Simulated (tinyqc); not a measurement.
Worked calculation: time-dependent dielectric breakdown: cell percolation, Weibull statistics, area scaling and voltage extrapolation. Computed by tinyqc, a small Python program that keeps every step. Command: `OMP_NUM_THREADS=1 python tinyqc.py 3002051 3002052 out.jsonl tddb walk`. One thread of a shared host (Intel(R) Xeon(R) Processor @ 2.30GHz), about 0.01 s of CPU time with the checks. Intermediate numbers are printed to about 6 digits and carried at full precision; extremes and crossings named in words are read from the listed rows.

The oxide is divided into columns of area a^2, each holding m = t_ox/a cells (m is taken as continuous). A share lambda(t) = (t/t_1)^alpha of the cells is defective, and a column whose cells are all defective breaks down.

Inputs (values chosen for the exercise, for a model gate oxide):
```
quantity,value,unit
oxide thickness t_ox,5.8,nm
defect cell size a,1.1,nm
exponent alpha of defect growth,0.6,-
time t_1 at which the occupied share would reach 1,13000,s
test area A,80,um^2
product area A_u,3e+06,um^2
stress voltage V,6.74,V
use voltage V_u,4.3,V
local exponent n = -d ln t/d ln V at the stress voltage,38,-
activation energy E_a,0.69,eV
stress temperature T,125,C
use temperature T_u,55,C
allowed failure fraction F,0.01,-
```

Voltage law used: 1/E.

Constants: k_B = 8.617333262e-05 eV/K.

## Weibull parameters from the cell model

Failure fraction F = 1 - (1 - lambda^m)^N with N = A/a^2 columns, which for small lambda^m is 1 - exp(-(t/t63)^beta) with beta = alpha m and t63 = t_1 N^(-1/beta); critical share lambda(t63) = N^(-1/m). 1 um^2 = 1e6 nm^2.

cells per column m = 5.27273

columns N = 6.61157e+07

Weibull slope beta = 3.16364

characteristic life t63 = 43.8539 s

critical share of defective cells = 0.0328730

Times between F = 10 % and 90 % span a factor 2.65: the smaller beta = alpha m, the wider the scatter. Caution: t_1 is an input here; in a real oxide it changes with thickness at fixed voltage.

## A sample of breakdown times

uniform random numbers u: [0.4942, 0.3633, 0.5016, 0.4545, 0.9048, 0.5275, 0.7898, 0.2029, 0.2746, 0.6858]

Each device fails at t = t63 (-ln(1 - u))^(1/beta). Sort the times; median rank F_i = (i - 0.3)/(n_s + 0.4) for n_s devices; W = ln(-ln(1 - F_i)).

Weibull plot:
```
i,t (s),F_i,ln t,W
1,27.4358,0.067308,3.31185,-2.66384
2,30.6219,0.163462,3.42171,-1.72326
3,34.1063,0.259615,3.52948,-1.20202
4,37.4336,0.355769,3.62257,-0.82167
5,38.8500,0.451923,3.65971,-0.50860
6,39.1136,0.548077,3.66647,-0.23037
7,40.0372,0.644231,3.68981,0.03292
8,45.9318,0.740385,3.82716,0.29903
9,50.4692,0.836538,3.92136,0.59398
10,57.4650,0.932692,4.05118,0.99269
```

## Fitting the sample

W = ln(-ln(1 - F_i)) with the median ranks F_i. Least squares in W: W = beta ln t - beta ln t63. Maximum likelihood: solve sum t^b ln t/sum t^b - 1/b = mean of ln t for b, then t63 = (mean of t^b)^(1/b).

slope by least squares = 4.87402

t63 by least squares = 43.7047 s

slope by maximum likelihood = 4.90763

t63 by maximum likelihood = 43.6743 s

The true values are beta = 3.164 and t63 = 43.9 s. With 10 devices the standard error of the maximum-likelihood slope is about 0.78 beta/sqrt(n_s) = 0.78; the fits miss by +1.71 and +1.74, and t63 by 0 and 0 %.

## Projection to use conditions

All three voltage laws share the slope n at the stress voltage. Factor t(V_u)/t(V): E law exp(n (1 - V_u/V)); 1/E law exp(n (V/V_u - 1)); power law (V/V_u)^n. Temperatures in kelvin are T(C) + 273.15. Temperature factor exp[(E_a/k_B)(1/T_u - 1/T)]; area factor (A/A_u)^(1/beta); percentile factor (-ln(1 - F))^(1/beta); life = t63 x all four; 1 year = 3.15576e7 s.

voltage factor = 2.31527e+09

temperature factor = 72.9649

area factor = 0.0358249

percentile factor = 0.233617

projected life = 1964.76 years

Area and percentile together cost 2.1 decades, voltage and temperature return 11.2; a ten-year target is met. Caution: a voltage factor of more than nine decades rests wholly on the chosen law and cannot be tested.

## Three voltage laws

Life = t63 x voltage, temperature, area and percentile factors, the last three as above.

Log10 of the life in years:
```
V_u/V,V_u (V),E law,1/E law,power law
1.00,6.740,-6.07129,-6.0713,-6.07129
0.95,6.403,-5.24613,-5.2027,-5.22479
0.90,6.066,-4.42097,-4.2376,-4.33251
0.80,5.392,-2.77065,-1.9455,-2.38871
0.70,4.718,-1.12033,1.0015,-0.18502
0.60,4.044,0.52998,4.9308,2.35896
0.50,3.370,2.18030,10.4319,5.36785
0.40,2.696,3.83062,18.6835,9.05043
```

At V_u/V = 0.9 the laws differ by 0.18 decades at most, and at 0.5 by 8.3. The E law is the most cautious and the 1/E law the most hopeful. Ten years are reached at V_u/V = 0.572 (E), 0.700 (1/E), 0.651 (power). Caution: the rows at low voltage extrapolate over many decades and cannot be tested.

Checks made by the program: Weibull form against the exact column count at t63 (relative difference 4e-09).
